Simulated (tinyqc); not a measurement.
Holstein polaron on two sites: one step, computed by the program tinyqc. Command: `OMP_NUM_THREADS=1 python tinyqc.py 3030197 3030198 out.jsonl holstein walk`. One thread of a shared host (Intel(R) Xeon(R) Processor @ 2.30GHz), about 0.01 s of CPU time with the checks.

One electron on sites 1 and 2: H = -t (c1+ c2 + c2+ c1) + hbar omega sum_i b_i+ b_i - g hbar omega sum_i n_i (b_i + b_i+). The symmetric phonon shifts the energy by -g^2 hbar omega/2 and drops out; with b = (b_1 - b_2)/sqrt(2) there remains H = -t sigma_x + hbar omega b+ b - (g hbar omega/sqrt(2)) sigma_z (b + b+). Parity splits it into blocks p = +1 and -1 over phonon numbers n. Zero-point energies are left out. Weights Z refer to mode b alone; the displaced symmetric mode multiplies the full zero-phonon weight by exp(-g^2/2).

Task: The even block in a small basis. Block p: H_nn = n hbar omega - p t (-1)^n - g^2 hbar omega/2, H_(n,n+1) = -(g hbar omega/sqrt(2)) sqrt(n + 1). Take p = +1 and n = 0..N-1.

Inputs (values chosen for the exercise, for a model dimer):

| quantity | value | unit |
|---|---|---|
| hopping t | 120 | meV |
| phonon energy hbar omega | 141 | meV |
| coupling g | 1.93 | - |
| phonon levels kept N | 6 | - |

Give: H, even block.

Result:

H, even block (meV):
```
        1       2       3       4       5       6
1  -382.6  -192.4     0.0     0.0     0.0     0.0
2  -192.4    -1.6  -272.1     0.0     0.0     0.0
3     0.0  -272.1  -100.6  -333.3     0.0     0.0
4     0.0     0.0  -333.3   280.4  -384.8     0.0
5     0.0     0.0     0.0  -384.8   181.4  -430.3
6     0.0     0.0     0.0     0.0  -430.3   562.4
```
